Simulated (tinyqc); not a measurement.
Binary melting diagram from solution models of liquid and solid: one step, computed by the program tinyqc.

x is the fraction of B. In a phase with interaction L: mu_A = G_A + R T ln(1 - x) + L x^2, mu_B = G_B + R T ln x + L (1 - x)^2. Melting: G(liquid) - G(solid) = H (1 - T/T_m) for each pure component.

Question. Eutectic point by bisection. Liquid against pure solid A: T = (H_A + L_L x^2)/(H_A/T_A - R ln(1 - x)); against pure solid B: T = (H_B + L_L (1 - x)^2)/(H_B/T_B - R ln x). Halve the interval 0.001 to 0.999 for the crossing, 44 times.

Inputs (values chosen for the exercise, for a model alloy): melting point T_A = 1505 K; melting point T_B = 970 K; heat of melting H_A = 13.3 kJ/mol; heat of melting H_B = 7 kJ/mol; liquid interaction L_L = -7 kJ/mol.

Diagram: eutectic with pure solids.

Constants: R = 8.314462618 J/(mol K).

Give: Bisection, first 12 steps; eutectic composition x_E; eutectic temperature T_E.

Answer.

Bisection, first 12 steps:
```
step       x  branch A (K)  branch B (K)
1     0.5000         791.1         404.5
2     0.7495         460.4         682.4
3     0.6248         622.1         540.5
4     0.6871         540.3         610.9
5     0.6559         581.0         575.5
6     0.6715         560.6         593.2
7     0.6637         570.8         584.4
8     0.6598         575.9         580.0
9     0.6579         578.4         577.7
10    0.6589         577.2         578.8
11    0.6584         577.8         578.3
12    0.6581         578.1         578.0
```

eutectic composition x_E = 0.6582

eutectic temperature T_E = 578.1 K

T_E lies 392 K below the lower melting point, and x_E lies on the side of B, the lower-melting component.
